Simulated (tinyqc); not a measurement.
Ideality, saturation current and resistance from three points.

Problem. Well above the saturation current a diode obeys V = n Vt ln(I/I0) + I Rs. Find n, Rs and I0.

Inputs (values chosen for the exercise): temperature T = 293 K.

Constants: q = 1.602176634e-19 C, kB = 1.380649e-23 J/K, Vt = kB T/q. Results are converted to the units shown.

currents (A): 2e-6  0.0002  0.005
voltages (V): 0.54545954  0.71450473  0.89792471

Solution. V is linear in the three unknowns n Vt, Rs and -n Vt ln I0, so three points give a linear system.

n = 1.43
Rs = 14.0 ohm
I0 = 5.50e-13 A

Numbers from tinyqc (`OMP_NUM_THREADS=1 python tinyqc.py 2260024 2260025 out.jsonl`; about 0.01 s on one thread of a shared Intel Xeon 2.30GHz).
